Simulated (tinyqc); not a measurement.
From results back to parameters: sp3s* tight binding. Three cases, with inputs chosen for the exercise.

Problem. For a crystal of one element and without spin-orbit coupling the levels at Gamma are Es -/+ |Vss| and Ep -/+ Vxx, and the upper valence level at X is Ep - Vxy. The levels below come from hidden parameters.

Find: Es, |Vss|, Ep, Vxx, Vxy.

Method. Means give the levels and half the splittings give the couplings; Vxy = Ep - E(X).

Case 1.

s levels at Gamma (eV): -12.6200  0.9000

p levels at Gamma (eV): -0.0200  3.2160

upper valence level at X = -3.3130 eV

Solution.

Es, |Vss|, Ep, Vxx, Vxy (eV): -5.860  6.760  1.598  1.618  4.911

Case 2.

s levels at Gamma (eV): -12.4810  4.0930

p levels at Gamma (eV): -0.0010  3.4310

upper valence level at X = -2.8570 eV

Solution.

Es, |Vss|, Ep, Vxx, Vxy (eV): -4.194  8.287  1.715  1.716  4.572

Case 3.

s levels at Gamma (eV): -12.5550  4.1550

p levels at Gamma (eV): -0.0050  3.4490

upper valence level at X = -2.8500 eV

Solution.

Es, |Vss|, Ep, Vxx, Vxy (eV): -4.200  8.355  1.722  1.727  4.572

Computed by tinyqc, one run a case: `OMP_NUM_THREADS=1 python tinyqc.py N N+1 out.jsonl` with N = 1480470, 1480473, 1480606; one thread of a shared Intel(R) Xeon(R) Processor @ 2.30GHz, about 0.2 s a run at most.
